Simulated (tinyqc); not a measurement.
Width of the well: quantum-confined Stark effect in a modulator well.

Envelopes on cells of 0.5 angstrom over the well |z| < L/2 and 45 angstrom of barrier on each side, psi = 0 beyond, psi'/m continuous (mean mass between points), c = hbar^2/2m0. The electron sees + e F z and the hole - e F z, each with its offset in the barriers; 1 kV/cm = 1e-5 eV/angstrom. Light holes, band mixing and escape by tunnelling are left out.

Exciton: in-plane function exp(-rho/lam), 1/mu = 1/me + 1/mp, E(lam) = c/(mu lam^2) - (q/eps) times the integral over k of Fm(k)(1 + (k lam/2)^2)^(-3/2), Fm(k) the double integral of psi_e^2 psi_h^2 exp(-k |z - z'|), q = e^2/(4 pi eps0); binding Eb = -E at the minimum. Line at Eg + E_e + E_h - Eb, strength proportional to overlap^2/lam^2.

Constants: hbar^2/2m0 = 3.80998211 eV angstrom^2; e^2/(4 pi eps0) = 14.39964547 eV angstrom; hc = 1239.841984 eV nm.

Values chosen for the exercise (near those of an InGaAsP well in InP; not measured data): Vc = 0.197 eV (conduction offset); Vv = 0.306 eV (heavy-hole offset); me = 0.0516 m0 (electron, well); meb = 0.0776 m0 (electron, barrier); mh = 0.354 m0 (heavy hole along z, well); mhb = 0.524 m0 (heavy hole, barrier); Eg = 0.872 eV (gap of the well); mp = 0.104 m0 (heavy hole in the plane); eps = 13.2 (dielectric constant); Ls = (56, 74, 92, 112, 136, 164) angstrom (widths); F_L = 68 kV/cm (field for this table).

Zero-field line, its shift at F_L and the relative strength.

Results:

| L (angstrom) | line at F = 0 (nm) | Eb (meV) | shift (meV) | relative strength | shift x strength (meV) |
|---|---|---|---|---|---|
| 56 | 1299.0 | 7.19 | -2.09 | 0.948 | 1.99 |
| 74 | 1335.6 | 6.86 | -4.27 | 0.851 | 3.63 |
| 92 | 1358.8 | 6.56 | -7.80 | 0.671 | 5.23 |
| 112 | 1375.8 | 6.26 | -13.37 | 0.428 | 5.72 |
| 136 | 1389.2 | 5.95 | -22.11 | 0.197 | 4.36 |
| 164 | 1399.3 | 5.63 | -34.61 | 0.061 | 2.12 |

What can be read from this table?

The shift grows with exponent 2.56 in L over the first two rows and 2.39 over the last two, against 4 for hard walls at second order; leakage lowers it in narrow wells and saturation in wide ones. The strength falls from 0.95 to 0.06, and the product of the two is largest at 112 angstrom.

Program tinyqc; command `OMP_NUM_THREADS=1 python tinyqc.py 1250726 1250727 out.jsonl`; about 0.1 s on one thread of a shared Intel(R) Xeon(R) Processor @ 2.30GHz.
